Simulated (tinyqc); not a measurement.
## Voltage acceleration of oxide breakdown, four models on the same data: lifetime against voltage in four models

Field E = V/tox in MV/cm. Models: ln(t63/1 s) = a - c X with X = E (E model), -1/E (1/E model), ln V (power law, c the exponent n) or sqrt(E).

a and c were fitted to stress data from 3.37 to 4.48 V. Project to Vu, multiply by exp[(Ea q/kB)(1/Tu - 1/Ts)] and by ks; ten years are 3.15576e8 s.

Values chosen for this exercise:
- tox = 3.5 nm (oxide thickness)
- Ts = 373 K (stress temperature)
- Tu = 328 K (use temperature)
- Ea = 0.56 eV (activation energy)
- ks = 0.00021 (factor for area and percentile)

Constants: q = 1.602176634e-19 C, kB = 1.380649e-23 J/K. Results are converted to the units shown.

```
model         c         a
E       3.87466   52.6970
1/E     470.837  -33.3553
power   42.9006   67.5975
sqrt E  25.8147   95.5386
```

Results:
```
Vu (V)  log10 years, E  log10 years, 1/E  log10 years, power  log10 years, sqrt E
1.6              5.055             20.11               10.46                7.383
1.96             3.324             11.89               6.680                4.823
2.31             1.641             6.357               3.619                2.551
3.02            -1.772           -0.9266              -1.374               -1.579
3.38            -3.503            -3.451              -3.472               -3.487
3.73            -5.186            -5.438              -5.308               -5.246
4.09            -6.917            -7.126              -7.025               -6.972
```

Estimate the missing row, Vu = 2.67 V.

Computed row:
```
Vu (V)  log10 years, E  log10 years, 1/E  log10 years, power  log10 years, sqrt E
2.67          -0.08971             2.180              0.9208               0.3880
```

With this row back in the table: The four agree within 0.21 decades in the last row, inside the stress range, and part by 15.1 decades in the first. The local exponent -d ln t/d ln V is c E for the E model, which shrinks as V falls, constant for the power law, and c/E for the 1/E model, which grows as V falls.

Range of the model: All four laws are empirical fits; none is established far below the stress range.

tinyqc, about 0.01 s, one thread, Intel Xeon 2.30GHz (shared host): `OMP_NUM_THREADS=1 python tinyqc.py 2070043 2070044 out.jsonl`
